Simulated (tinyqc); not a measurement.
Two-dimensional electron gas with Rashba and Dresselhaus coupling: sweeps and comparisons. A value that a table varies takes the place of the one given here.

H = c k^2/m + al (ky sx - kx sy) + b1 (kx sx - ky sy) + gam kx ky (kx sy - ky sx), s the Pauli matrices, x = [100], c = hbar^2/2m0, b1 = gam (pi/L)^2 (hard walls). H = c k^2/m + B.s, so E = c k^2/m -/+ |B| and the lower state has its spin along -B.

Constants: hbar^2/2m0 = 3.80998211 eV angstrom^2.

Inputs chosen for the exercise (of the size met in GaAs; the results hold for these values, not for the real material): m = 0.0633 m0 (mass); al = 0.012 eV angstrom (Rashba constant); gam = 9.6 eV angstrom^3 (bulk Dresselhaus constant); L = 187 angstrom (width of the (001) well); n = 4 1e11/cm^2 (sheet density (one subband filled)).

## Splitting and spin direction around the circle

At |k| = k0 = sqrt(2 pi n), 1e11/cm^2 = 1e-5/angstrom^2.

Around the circle:
```
phi (deg)  Bx (meV)  By (meV)  splitting (meV)  lower spin (deg)
0.0          0.0430   -0.1902           0.3901             102.7
22.5         0.1073   -0.1797           0.4186             120.8
45.0         0.1514   -0.1514           0.4281             135.0
67.5         0.1797   -0.1073           0.4186             149.2
90.0         0.1902   -0.0430           0.3901             167.3
112.5        0.1718    0.0383           0.3521            -167.4
135.0        0.1177    0.1177           0.3328            -135.0
157.5        0.0383    0.1718           0.3521            -102.6
```

How do the results move?

The splitting runs from 0.3328 meV at 135 to 0.4281 meV at 45 degrees. Along [110] it is 2 k |al + b1 - 2 b3| and along [-110] 2 k |al - b1 + 2 b3|, b3 = gam k^2/4. From 0 to 90 degrees the spin turns with k (+65 degrees), the sense of the Rashba term.

## Tuning the Rashba term through the balance point

al = f (b1 - b3) at k0 = sqrt(2 pi n), b3 = gam k0^2/4. Helix wavelength along [110]: 2 pi c/(m |al + b1 - b3|). Dyakonov-Perel rates are proportional to the mean squares of the first harmonics: for spin along z, al^2 + (b1 - b3)^2; for the most protected in-plane spin, (al - (b1 - b3))^2/2 (third harmonic left out); both are given over (b1 - b3)^2.

Against f:
```
f     al (meV angstrom)  wavelength (micron)  rate, z  rate, in plane
0.00              0.000               17.955    1.000          0.5000
0.25              0.527               14.364    1.062          0.2812
0.50              1.053               11.970    1.250          0.1250
0.75              1.580               10.260    1.562          0.0312
0.90              1.896                9.450    1.810          0.0050
1.00              2.106                8.977    2.000          0.0000
1.25              2.633                7.980    2.562          0.0312
2.00              4.213                5.985    5.000          0.5000
```

What does this show?

At f = 1, al = 2.11 meV angstrom, the first harmonic points along one axis for all k and the listed in-plane rate vanishes; the helix would have wavelength 8.98 micron. The third harmonic, b3/(b1 - b3) = 0.29, is small and sets its lifetime. The uniform z spin still relaxes there, twice as fast as at f = 0.

## What each parameter does

Splittings 2|B| at k0 = sqrt(2 pi n) along [100], [110] and [-110], and E0 = c k0^2/m; 1e11/cm^2 = 1e-5/angstrom^2. Each row changes one parameter from the base and keeps the others.

Results:
```
case                       [100] (meV)  [110] (meV)  [-110] (meV)  E0 (meV)
base                            0.3901       0.4281        0.3328     15.13
m = 0.06963 m0                  0.3901       0.4281        0.3328     13.75
al = 0.0144 eV angstrom         0.4646       0.5042        0.4089     15.13
gam = 11.52 eV angstrom^3       0.3942       0.4377        0.3233     15.13
L = 207 angstrom                0.3869       0.4123        0.3486     15.13
n = 6 1e11/cm^2                 0.4777       0.5009        0.4310     22.69
```

What does this show?

The largest shifts from the base row, up to three for each result and ties (the steps differ in size, so this ranks the rows, not the parameters). [100] (meV): n +0.0877, al +0.0745, gam +0.0041; unchanged at the printed digits by m. [110] (meV): al +0.0761, n +0.0728, L -0.0158; unchanged at the printed digits by m. [-110] (meV): n +0.0982, al +0.0761, L +0.0158; unchanged at the printed digits by m. E0 (meV): n +7.56, m -1.38; unchanged at the printed digits by al, gam and L.

Run: tinyqc, `OMP_NUM_THREADS=1 python tinyqc.py 1481765 1481766 out.jsonl`; Intel(R) Xeon(R) Processor @ 2.30GHz, one thread, shared host; about 0.01 s of CPU time with all checks.
